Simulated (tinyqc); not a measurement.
Inside a calculation: exciton in a hard-walled quantum well (variational). Values are carried at full precision from step to step, so a last printed digit may differ when a step is redone from the rounded ones.

Constants: Ry = 13.60569312 eV; a0 (Bohr radius) = 0.5291772105 angstrom; hbar^2/2m0 = 3.80998211 eV angstrom^2; e^2/(4 pi eps0) = 14.39964547 eV angstrom.

Parameters, chosen for this exercise (near those of GaN; shifted at random, so the results belong to these values and not to a real crystal): me = 0.193 m0 (electron mass); mh = 0.834 m0 (hole mass); eps = 9.5 (dielectric constant); Eg = 3.532 eV (gap); L = 32 angstrom (well width); lams = (14, 20, 24, 28, 34, 42, 56) angstrom (trial lengths).

## Exciton units

1/mu = 1/me + 1/mh, Ry* = Ry mu/eps^2, a* = a0 eps/mu.

mu = 0.15673 m0
Ry* = 23.628 meV
a* = 32.075 angstrom

## Hydrogen-like series

Binding Ry*/n^2 in three dimensions and Ry*/(n - 1/2)^2 in two; strengths relative to n = 1 go as 1/n^3 and (1/2)^3/(n - 1/2)^3. Lines at Eg less the binding.

Series:

| n | 3D binding (meV) | 3D line (eV) | 3D strength | 2D binding (meV) | 2D line (eV) | 2D strength |
|---|---|---|---|---|---|---|
| 1 | 23.63 | 3.5084 | 1.0000 | 94.51 | 3.4375 | 1.0000 |
| 2 | 5.91 | 3.5261 | 0.1250 | 10.50 | 3.5215 | 0.0370 |
| 3 | 2.63 | 3.5294 | 0.0370 | 3.78 | 3.5282 | 0.0080 |
| 4 | 1.48 | 3.5305 | 0.0156 | 1.93 | 3.5301 | 0.0029 |

## The form factor

Electron and hole in the lowest states cos(pi z/L) of a hard-walled well; relative motion in the plane exp(-rho/lam). E(lam) = c/(mu lam^2) - (q/eps) <1/r>, <1/r> = integral over k from 0 to infinity of F(kL) (1 + (k lam/2)^2)^(-3/2), F(x) = [3x + 8 pi^2/x - 32 pi^4 (1 - exp(-x))/(x^2 (x^2 + 4 pi^2))]/(x^2 + 4 pi^2); c = hbar^2/2m0, q = e^2/(4 pi eps0). E is counted from the subband edge.

F at k = 0.5/a*, 1/a*, 2/a*, 4/a* and 8/a*.

Form factor:

| k a* | k L | F |
|---|---|---|
| 0.5 | 0.4988 | 0.9045 |
| 1.0 | 0.9976 | 0.8225 |
| 2.0 | 1.9953 | 0.6901 |
| 4.0 | 3.9906 | 0.5106 |
| 8.0 | 7.9812 | 0.3233 |

## Scan over the trial length

Evaluate the integral numerically for each lam.

Scan:

| lam (angstrom) | <1/r> (1/angstrom) | kinetic (meV) | Coulomb (meV) | E (meV) |
|---|---|---|---|---|
| 14 | 0.08680 | 124.026 | -131.561 | -7.535 |
| 20 | 0.06774 | 60.773 | -102.680 | -41.907 |
| 24 | 0.05923 | 42.203 | -89.783 | -47.580 |
| 28 | 0.05268 | 31.007 | -79.851 | -48.844 |
| 34 | 0.04524 | 21.029 | -68.570 | -47.541 |
| 42 | 0.03812 | 13.781 | -57.776 | -43.996 |
| 56 | 0.02994 | 7.752 | -45.378 | -37.627 |

## The minimum

Minimise E over lam.

lam = 28.1 angstrom
binding energy = 48.85 meV
in Ry* = 2.067
lam/a* = 0.877

The strict two-dimensional limit is 4 Ry* with lam = a*/2; L/a* = 1.00 here.

## Checks

- Binding of a very thin well (L = a*/5000) against 4 Ry*, meV: both 94.5.
- F(3) from a double integral on a grid against the closed form: both 0.5885.

Run: tinyqc, `OMP_NUM_THREADS=1 python tinyqc.py 1281275 1281276 out.jsonl`; Intel(R) Xeon(R) Processor @ 2.30GHz, one thread, shared host; about 0.01 s of CPU time with all checks.
